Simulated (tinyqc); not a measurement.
Coupled-perturbed Hartree-Fock on RHF in the sto-3g basis, for BeH2, spin multiplicity 1, step by step. One step of it, computed by the program tinyqc.

Question. Iteration 1: building the Fock matrix. J_ij = sum D_kl (ij|kl), K_ij = sum D_kl (ik|jl); F = H + J - 0.5 K; E = tr D H + tr D J / 2 - 0.25 tr D K + E_nn.

D at the start:
```
            1Be 1s     1Be 2s   1Be 2px    1Be 2py   1Be 2pz      2H 1s      3H 1s
1Be 1s    2.138399  -0.516777  0.000000   0.002669  0.000000  -0.025288  -0.021604
1Be 2s   -0.516777   1.883551  0.000000  -0.013333  0.000000   0.151703   0.136081
1Be 2px   0.000000   0.000000  0.000000   0.000000  0.000000   0.000000   0.000000
1Be 2py   0.002669  -0.013333  0.000000   2.108325  0.000000  -0.053068   0.064131
1Be 2pz   0.000000   0.000000  0.000000   0.000000  0.000000   0.000000   0.000000
2H 1s    -0.025288   0.151703  0.000000  -0.053068  0.000000   0.013634   0.009483
3H 1s    -0.021604   0.136081  0.000000   0.064131  0.000000   0.009483   0.011966
```

core Hamiltonian H = T + V (hartree):
```
            1Be 1s     1Be 2s    1Be 2px    1Be 2py    1Be 2pz      2H 1s      3H 1s
1Be 1s   -8.571779  -2.115130   0.000000  -0.000382   0.000000  -0.410855  -0.393214
1Be 2s   -2.115130  -2.777861   0.000000  -0.002247   0.000000  -1.070639  -1.044981
1Be 2px   0.000000   0.000000  -2.244356   0.000000   0.000000   0.000000   0.000000
1Be 2py  -0.000382  -0.002247   0.000000  -2.441194   0.000000  -1.161996   1.141119
1Be 2pz   0.000000   0.000000   0.000000   0.000000  -2.244356   0.000000   0.000000
2H 1s    -0.410855  -1.070639   0.000000  -1.161996   0.000000  -2.055500  -0.066663
3H 1s    -0.393214  -1.044981   0.000000   1.141119   0.000000  -0.066663  -2.037297
```

Two-electron integrals (ij|kl) in chemists' order, unique and non-zero (hartree):
```
(11|11) 2.298831    (21|11) 0.392036    (21|21) 0.079539    (22|11) 0.570988
(22|21) 0.143041    (22|22) 0.417683    (31|31) 0.014607    (32|31) 0.021888
(32|32) 0.092265    (33|11) 0.569578    (33|21) 0.143083    (33|22) 0.417589
(33|33) 0.449859    (41|41) 0.014607    (42|41) 0.021888    (42|42) 0.092265
(43|43) 0.024249    (44|11) 0.569578    (44|21) 0.143083    (44|22) 0.417589
(44|33) 0.401360    (44|44) 0.449859    (51|51) 0.014607    (52|51) 0.021888
(52|52) 0.092265    (53|53) 0.024249    (54|54) 0.024249    (55|11) 0.569578
(55|21) 0.143083    (55|22) 0.417589    (55|33) 0.401360    (55|44) 0.401360
(55|55) 0.449859    (61|11) 0.074207    (61|21) 0.015048    (61|22) 0.027294
(61|33) 0.027102    (61|41) 0.001329    (61|42) 0.002511    (61|44) 0.027691
(61|55) 0.027102    (61|61) 0.002985    (62|11) 0.185380    (62|21) 0.047149
(62|22) 0.150681    (62|33) 0.144903    (62|41) 0.006165    (62|42) 0.038291
(62|44) 0.162099    (62|55) 0.144903    (62|61) 0.009869    (62|62) 0.081917
(63|31) 0.004259    (63|32) 0.020107    (63|43) 0.006575    (63|63) 0.007381
(64|11) 0.200909    (64|21) 0.051710    (64|22) 0.173244    (64|33) 0.162981
(64|41) 0.009985    (64|42) 0.059481    (64|44) 0.193594    (64|55) 0.162981
(64|61) 0.011294    (64|62) 0.106973    (64|64) 0.143995    (65|51) 0.004259
(65|52) 0.020107    (65|54) 0.006575    (65|65) 0.007381    (66|11) 0.352899
(66|21) 0.091348    (66|22) 0.327576    (66|33) 0.303933    (66|41) 0.013792
(66|42) 0.111345    (66|44) 0.374594    (66|55) 0.303933    (66|61) 0.019582
(66|62) 0.227615    (66|64) 0.315163    (66|66) 0.774606    (71|11) 0.071015
(71|21) 0.014401    (71|22) 0.026122    (71|33) 0.025940    (71|41) -0.001270
(71|42) -0.002401   (71|44) 0.026500    (71|55) 0.025940    (71|61) 0.002609
(71|62) 0.007971    (71|64) 0.008440    (71|66) 0.015280    (71|71) 0.002733
(72|11) 0.180420    (72|21) 0.045903    (72|22) 0.147089    (72|33) 0.141415
(72|41) -0.005995   (72|42) -0.037512   (72|44) 0.158304    (72|55) 0.141415
(72|61) 0.008109    (72|62) 0.040804    (72|64) 0.043021    (72|66) 0.083458
(72|71) 0.009195    (72|72) 0.078641    (73|31) 0.004107    (73|32) 0.019486
(73|43) -0.006409   (73|63) 0.002847    (73|73) 0.007002    (74|11) -0.196643
(74|21) -0.050622   (74|22) -0.170013   (74|33) -0.159947   (74|41) 0.009694
(74|42) 0.058213    (74|44) -0.189972   (74|55) -0.159947   (74|61) -0.008641
(74|62) -0.043340   (74|64) -0.044326   (74|66) -0.088038   (74|71) -0.010571
(74|72) -0.103149   (74|74) 0.139327    (75|51) 0.004107    (75|52) 0.019486
(75|54) -0.006409   (75|65) 0.002847    (75|75) 0.007002    (76|11) 0.011262
(76|21) 0.002787    (76|22) 0.007894    (76|33) 0.007781    (76|41) -2.54e-06
(76|42) -0.000018   (76|44) 0.008116    (76|55) 0.007781    (76|61) 0.000533
(76|62) 0.002912    (76|64) 0.003393    (76|66) 0.006482    (76|71) 0.000511
(76|72) 0.002861    (76|74) -0.003358   (76|76) 0.000151    (77|11) 0.348373
(77|21) 0.090194    (77|22) 0.324504    (77|33) 0.301145    (77|41) -0.013475
(77|42) -0.110008   (77|44) 0.370950    (77|55) 0.301145    (77|61) 0.015778
(77|62) 0.084831    (77|64) 0.088863    (77|66) 0.176148    (77|71) 0.018483
(77|72) 0.222588    (77|74) -0.309326   (77|76) 0.006482    (77|77) 0.774606
```

nuclear repulsion = 2.99480290 hartree

Give: Coulomb J; exchange K; Fock matrix F; total energy of this density.

Answer.

Coulomb J (hartree):
```
          1Be 1s  1Be 2s  1Be 2px  1Be 2py  1Be 2pz   2H 1s    3H 1s
1Be 1s    6.8481  1.3430   0.0000  -0.0001   0.0000  0.2560   0.2450
1Be 2s    1.3430  2.7918   0.0000   0.0004   0.0000  0.9946   0.9692
1Be 2px   0.0000  0.0000   2.7529   0.0000   0.0000  0.0000   0.0000
1Be 2py  -0.0001  0.0004   0.0000   2.8596   0.0000  1.1368  -1.1132
1Be 2pz   0.0000  0.0000   0.0000   0.0000   2.7529  0.0000   0.0000
2H 1s     0.2560  0.9946   0.0000   1.1368   0.0000  2.1223   0.0542
3H 1s     0.2450  0.9692   0.0000  -1.1132   0.0000  0.0542   2.0953
```

exchange K (hartree):
```
          1Be 1s   1Be 2s  1Be 2px  1Be 2py  1Be 2pz   2H 1s    3H 1s
1Be 1s    4.6927   0.8289   0.0000  -0.0001   0.0000  0.1719   0.1648
1Be 2s    0.8289   1.0788   0.0000  -0.0004   0.0000  0.4613   0.4480
1Be 2px   0.0000   0.0000   0.2433   0.0000   0.0000  0.0000   0.0000
1Be 2py  -0.0001  -0.0004   0.0000   1.1217   0.0000  0.4762  -0.4627
1Be 2pz   0.0000   0.0000   0.0000   0.0000   0.2433  0.0000   0.0000
2H 1s     0.1719   0.4613   0.0000   0.4762   0.0000  0.4978   0.0168
3H 1s     0.1648   0.4480   0.0000  -0.4627   0.0000  0.0168   0.4716
```

Fock matrix F (hartree):
```
          1Be 1s   1Be 2s  1Be 2px  1Be 2py  1Be 2pz    2H 1s    3H 1s
1Be 1s   -4.0700  -1.1866   0.0000  -0.0004   0.0000  -0.2408  -0.2307
1Be 2s   -1.1866  -0.5254   0.0000  -0.0017   0.0000  -0.3067  -0.2998
1Be 2px   0.0000   0.0000   0.3869   0.0000   0.0000   0.0000   0.0000
1Be 2py  -0.0004  -0.0017   0.0000  -0.1424   0.0000  -0.2633   0.2593
1Be 2pz   0.0000   0.0000   0.0000   0.0000   0.3869   0.0000   0.0000
2H 1s    -0.2408  -0.3067   0.0000  -0.2633   0.0000  -0.1821  -0.0209
3H 1s    -0.2307  -0.2998   0.0000   0.2593   0.0000  -0.0209  -0.1778
```

total energy of this density = -14.875870 hartree
